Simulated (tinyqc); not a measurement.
Square on-chip spiral inductor, lumped pi model: one step of the calculation.

Outer diameter do = di + 2 n wd + 2 (n - 1) sp, mean da = (do + di)/2, fill p = (do - di)/(do + di), length l = 4 n da. L = 2.34 mu0 n^2 da/(1 + 2.75 p), mu0 = 4 pi 1e-7 H/m. Rs = rho l/(wd delta (1 - exp(-th/delta))), delta = sqrt(rho/(pi f mu0)). Cs = n wd^2 eps0 eo/hu across the coil. At each end Cox = l wd eps0 eo/(2 ho) leads to the substrate branch Rsi = 2 rs he/(l wd) in parallel with Csi = l wd eps0 11.7/(2 he). With one end grounded Y = 1/(Rs + i w L) + i w Cs + 1/[1/(i w Cox) + 1/(1/Rsi + i w Csi)], w = 2 pi f; Q = -Im Y/Re Y. Eddy currents in neighbouring turns and in the substrate are left out.

Question. Geometry and model elements. do, l, L, delta, Rs, Cs, Cox, Rsi and Csi as defined.

Inputs (values chosen for the exercise); values of the order met in silicon radio-frequency processes: number of turns n = 3.5; line width wd = 6 um; space between turns sp = 2 um; inner diameter di = 140 um; metal thickness th = 0.9 um; metal resistivity rho = 2.2 uohm cm; oxide below the coil ho = 7.2 um; oxide between coil and underpass hu = 0.8 um; relative permittivity of the oxide eo = 3.9; substrate resistivity rs = 100 ohm cm; effective spreading depth in the substrate he = 50 um; frequency f = 9.2 GHz.

Constants: eps0 = 8.8541878128e-12 F/m. Results are converted to the units shown.

Give: do; l; L; delta; Rs; Cs; Cox; Rsi; Csi.

Answer.

do = 192.00 um
l = 2324.0 um
L = 4.1794 nH
delta = 0.77828 um
Rs = 15.975 ohm
Cs = 5.4387 fF
Cox = 33.438 fF
Rsi = 7171.5 ohm
Csi = 14.445 fF

Program tinyqc, `OMP_NUM_THREADS=1 python tinyqc.py 2302096 2302097 out.jsonl`; Intel Xeon 2.30GHz, shared host, one thread, about 0.01 s.
